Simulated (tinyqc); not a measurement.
Inside a calculation. Model: finite-difference solution of the diffusion equation on a small grid. Computed by tinyqc, a small Python program that keeps every step. Command: `OMP_NUM_THREADS=1 python tinyqc.py 3005071 3005072 out.jsonl fdiff walk`. One thread of a shared host (Intel(R) Xeon(R) Processor @ 2.30GHz), about 0.01 s of CPU time with the checks. Intermediate numbers are printed to about 7 digits and carried at full precision; extremes and crossings named in words are read from the listed rows.

dC/dt = D d2C/dx2 on nodes x_j = j dx, j = 0..11; the far end is sealed.

Inputs (values chosen for the exercise): diffusivity D = 0.078 nm^2/s; grid spacing dx = 50 nm; time step dt = 8100 s; final time t_f = 81000 s; surface value C_s = 91 % of a reference.

Boundary at x = 0: fixed surface value. Scheme: explicit.

start values C_j, j = 0, 1, ... (% of a reference): [0, 0, 0, 0, 0, 0, 0, 0, 0, 0, 0, 0]

## Mesh ratio and operator

The operator M acts as (M C)_j = C_(j-1) - 2 C_j + C_(j+1); at the sealed far end a mirror node gives 2 C_(N-2) - 2 C_(N-1); at j = 0, C_0 is held at C_s from the start (row of zeros). r = D dt/dx^2.

mesh ratio r = 0.25272

operator M, rows 0, 1, 2, 3, 4, 5, 6, 7, 8, 9, 10, 11:
```
[[0, 0, 0, 0, 0, 0, 0, 0, 0, 0, 0, 0],
 [1, -2, 1, 0, 0, 0, 0, 0, 0, 0, 0, 0],
 [0, 1, -2, 1, 0, 0, 0, 0, 0, 0, 0, 0],
 [0, 0, 1, -2, 1, 0, 0, 0, 0, 0, 0, 0],
 [0, 0, 0, 1, -2, 1, 0, 0, 0, 0, 0, 0],
 [0, 0, 0, 0, 1, -2, 1, 0, 0, 0, 0, 0],
 [0, 0, 0, 0, 0, 1, -2, 1, 0, 0, 0, 0],
 [0, 0, 0, 0, 0, 0, 1, -2, 1, 0, 0, 0],
 [0, 0, 0, 0, 0, 0, 0, 1, -2, 1, 0, 0],
 [0, 0, 0, 0, 0, 0, 0, 0, 1, -2, 1, 0],
 [0, 0, 0, 0, 0, 0, 0, 0, 0, 1, -2, 1],
 [0, 0, 0, 0, 0, 0, 0, 0, 0, 0, 2, -2]]
```

## Amplification factors

The mode of M with eigenvalue mu has its amplitude multiplied per step by g = (1 + (1 - theta) r mu)/(1 - theta r mu), with theta = 0 explicit, 1 implicit, 1/2 Crank-Nicolson; the explicit scheme is stable for r up to 2/|mu_min|.

eigenvalues mu of M: [-3.979643, -3.819264, -3.511499, -3.081282, -2.563465, -2.000000, -1.436535, -0.918718, -0.488501, -0.180736, -0.020357, 0.000000]

factors g: [-0.005735, 0.034796, 0.112574, 0.221299, 0.352161, 0.494560, 0.636959, 0.767821, 0.876546, 0.954324, 0.994855, 1.000000]

largest stable r of the explicit scheme = 0.5025577

The smallest factor is -0.006: the shortest waves flip sign at each step while they decay.

## Time step 1

C at the start (%): [91, 0, 0, 0, 0, 0, 0, 0, 0, 0, 0, 0]

With r = D dt/dx^2: (1 - theta r M) C(new) = (1 + (1 - theta) r M) C(old); theta = 0 explicit, 1 implicit, 1/2 Crank-Nicolson.

C after step 1 (%): [91.00000, 22.99752, 0.00000, 0.00000, 0.00000, 0.00000, 0.00000, 0.00000, 0.00000, 0.00000, 0.00000, 0.00000]

## Time step 2

The formulas are those given above.

C after step 2 (%): [91.00000, 34.37117, 5.81193, 0.00000, 0.00000, 0.00000, 0.00000, 0.00000, 0.00000, 0.00000, 0.00000, 0.00000]

## All steps

The run takes n = round(t_f/dt) steps of length t_f/n. The dose is the trapezoidal sum of C dx; the error is the largest difference from exp(M D t/dx^2) C(0), the exact time evolution on the same grid.

Course of the run:
```
step  t (s)       C_1        C_6  dose (% nm)  largest error
1      8100  22.99752  0.0000000     3424.876       4.775522
2     16200  34.37117  0.0000000     4284.155       4.470145
3     24300  41.46492  0.0000000     4999.717       3.618250
4     32400  46.42601  0.0000000     5625.642       2.877949
5     40500  50.14494  0.0000000     6188.879       2.315197
6     48600  53.06601  0.0237071     6705.124       1.896762
7     56700  55.43884  0.0940547     7184.458       1.583062
8     64800  57.41588  0.2249083     7633.809       1.343708
9     72900  59.09615  0.4214437     8058.178       1.245233
10    81000  60.54714  0.6827477     8461.315       1.164254
```

C at the end (%): [91.00000, 60.54714, 35.11770, 17.44038, 7.27671, 2.49457, 0.68275, 0.14324, 0.02161, 0.00209, 0.00010, 0.00000]

largest error at t_f = 1.164254 %

final dose = 8461.315 % nm

final C_6 = 0.6827477 %

The time-step error at the end is 1.2 on a scale of 91.0. The dose grows as material enters from the surface.

## The three schemes as the step is halved

Each run reaches t_f in n equal steps; errors are the largest difference from exp(M D t_f/dx^2) C(0). A dash marks unstable explicit runs.

Largest error at t_f (%):
```
steps n          r  explicit  implicit  Crank-Nicolson
4        0.6318000         -  2.742060    2.411559e-01
8        0.3159000  1.462645  1.345999    6.225616e-02
16       0.1579500  0.721022  0.690695    1.568159e-02
32       0.0789750  0.357240  0.349577    3.927598e-03
64       0.0394875  0.177725  0.175804    9.823471e-04
128      0.0197438  0.088630  0.088149    2.456147e-04
256      0.0098719  0.044256  0.044136    6.140542e-05
```

From the last two rows, halving the step divides the error by 2.00 (explicit), 2.00 (implicit), 4.00 (Crank-Nicolson): a factor 2 marks first order in dt and 4 second order. The explicit scheme needs n of at least 6 to be stable; the other two are stable at any step.

Checks made by the program: matrix exponential against 4096 Crank-Nicolson steps (relative difference 3e-09).
